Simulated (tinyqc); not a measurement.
From results back to parameters: thresholds of impact ionisation and Auger recombination from band masses. Three cases, with inputs chosen for the exercise.

Problem. For parabolic bands the thresholds of impact ionisation are Eg (1 + 2 mu)/(1 + mu) for electrons and Eg (2 + mu)/(1 + mu) for heavy holes, mu = me/mh. Both are given.

Case 1.

thresholds for electrons and holes (eV): 0.874405  1.516595

Case 2.

thresholds for electrons and holes (eV): 0.914421  1.584579

Case 3.

thresholds for electrons and holes (eV): 0.444484  0.815516

Find: Eg; mu.

Solution. The sum is 3 Eg; mu = (E_e - Eg)/(2 Eg - E_e).

Case 1.

Eg = 0.797 eV
mu = 0.1076

Case 2.

Eg = 0.833 eV
mu = 0.1083

Case 3.

Eg = 0.420 eV
mu = 0.0619

Computed by tinyqc, one run a case: `OMP_NUM_THREADS=1 python tinyqc.py N N+1 out.jsonl` with N = 1880901, 1880929, 1880940; one thread of a shared Intel(R) Xeon(R) Processor @ 2.30GHz, about 0.01 s a run at most.
